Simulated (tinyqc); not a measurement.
What each parameter does: two-band k.p model of the Delta valleys near the X point under shear strain.

Valley pair on the [001] axis, kz counted from the X point, c = hbar^2/2m0, k0 = kx0 2 pi/a. H = (c kz^2/ml + c (kx^2 + ky^2)/mt + c k0^2/ml) 1 + (2 c k0 kz/ml) sigma_z + (D exy - 2 c kx ky/Mp) sigma_x, so E = c kz^2/ml + c (kx^2 + ky^2)/mt + c k0^2/ml -/+ sqrt((2 c k0 kz/ml)^2 + (D exy - 2 c kx ky/Mp)^2). Without strain the lower band has its minima, E = 0, at kz = +/- k0. Shifts from diagonal strain are left out.

For |eta| < 1: k_min = k0 sqrt(1 - eta^2), E_min = -Delta eta^2/2, ml(eta) = ml/(1 - eta^2), 1/m[110] = 1/mt + eta/Mp, 1/m[1-10] = 1/mt - eta/Mp. For |eta| > 1 the minimum sits at X: E_min = -Delta (2 |eta| - 1)/2, ml(eta) = ml/(1 - 1/|eta|), and eta is replaced by its sign in the transverse masses. Here Delta = 2 c k0^2/ml and eta = D exy/Delta.

Constants: hbar^2/2m0 = 3.80998211 eV angstrom^2.

Values chosen for the exercise (near those of Si; not measured data): a = 5.429 angstrom (lattice constant); ml = 0.896 m0 (longitudinal mass); mt = 0.194 m0 (transverse mass); kx0 = 0.151 2 pi/a (distance of the minimum from X); D = 13.9 eV (shear deformation potential); Mp = 0.232 m0 (coupling mass); exy = 0.0016 (shear strain).

Delta = 2 c k0^2/ml, eta = D exy/Delta.

One parameter was then changed.

Results before and after:

| case | eta | E_min (meV) | ml(eta) (m0) | m[110] (m0) | m[1-10] (m0) |
|---|---|---|---|---|---|
| base | 0.0856 | -0.95 | 0.9026 | 0.1810 | 0.2090 |
| changed | 0.0916 | -1.02 | 0.9668 | 0.1802 | 0.2101 |

Which of these changes was made? (a) mt = 0.20758 m0; (b) D = 14.873 eV; (c) exy = 0.00171; (d) kx0 = 0.16157 2 pi/a; (e) Mp = 0.24824 m0; (f) ml = 0.95872 m0.

Answer: (f) ml = 0.95872 m0. Of the candidates, run in turn, only this one gives the changed row.

All candidates:

| case | eta | E_min (meV) | ml(eta) (m0) | m[110] (m0) | m[1-10] (m0) |
|---|---|---|---|---|---|
| base | 0.0856 | -0.95 | 0.9026 | 0.1810 | 0.2090 |
| ml = 0.95872 m0 | 0.0916 | -1.02 | 0.9668 | 0.1802 | 0.2101 |
| mt = 0.20758 m0 | 0.0856 | -0.95 | 0.9026 | 0.1928 | 0.2248 |
| kx0 = 0.16157 2 pi/a | 0.0748 | -0.83 | 0.9010 | 0.1826 | 0.2069 |
| D = 14.873 eV | 0.0916 | -1.09 | 0.9036 | 0.1802 | 0.2101 |
| Mp = 0.24824 m0 | 0.0856 | -0.95 | 0.9026 | 0.1818 | 0.2079 |
| exy = 0.00171 | 0.0915 | -1.09 | 0.9036 | 0.1802 | 0.2101 |

Program tinyqc; command `OMP_NUM_THREADS=1 python tinyqc.py 1050358 1050359 out.jsonl`; about 0.01 s on one thread of a shared Intel(R) Xeon(R) Processor @ 2.30GHz.
